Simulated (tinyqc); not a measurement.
# Gate voltage for a given inversion charge

Inverse problem. p-type body, charge-sheet picture, depletion and inversion only, full ionisation (an idealisation for deep acceptors), Boltzmann statistics (rough once Na exp(x - xn) passes about Nc/7). In units of Vt: xg = (Vg - Vfb)/Vt, x = psi/Vt, G = gamma/sqrt(Vt), xn = (2 phiF + Vc)/Vt. The implicit equation is (xg - x)^2 = G^2 [x - 1 + exp(x - xn)] for x above about 3. Cox = eps0 eox/tox. ni = sqrt(Nc Nv) exp(-Eg/(2 Vt)), Eg in volts; phiF = Vt ln(Na/ni); gamma = sqrt(2 q eps0 eps_r Na)/Cox. N_inv = (Cox Vt G/q) [sqrt(x - 1 + exp(x - xn)) - sqrt(x - 1)]. Find x - xn, psi and Vg.

Inputs (values chosen for the exercise); band and dielectric values close to those of 4H silicon carbide: temperature T = 250 K; band gap Eg = 3.25 eV; relative permittivity eps_r = 9.61; conduction-band density of states at T Nc = 1.29e19 cm^-3; valence-band density of states at T Nv = 1.9e19 cm^-3; relative permittivity of the gate insulator (close to silicon dioxide) eox = 3.9; insulator thickness tox = 12 nm; acceptor density Na = 1.1e18 cm^-3; flat-band voltage Vfb = -0.39 V; channel-body voltage Vc = 0.2 V.

Constants: q = 1.602176634e-19 C, kB = 1.380649e-23 J/K, Vt = kB T/q, eps0 = 8.8541878128e-14 F/cm where lengths are in cm. Results are converted to the units shown.

N_inv = 1.4e10 cm^-2

Solution. N_inv rises steadily with x, so it fixes x; the implicit equation then gives xg directly.

x - xn = -0.368
psi = 3.33 V
Vg = 6.41 V

Numbers from tinyqc (`OMP_NUM_THREADS=1 python tinyqc.py 2122020 2122021 out.jsonl`; about 0.01 s on one thread of a shared Intel Xeon 2.30GHz).
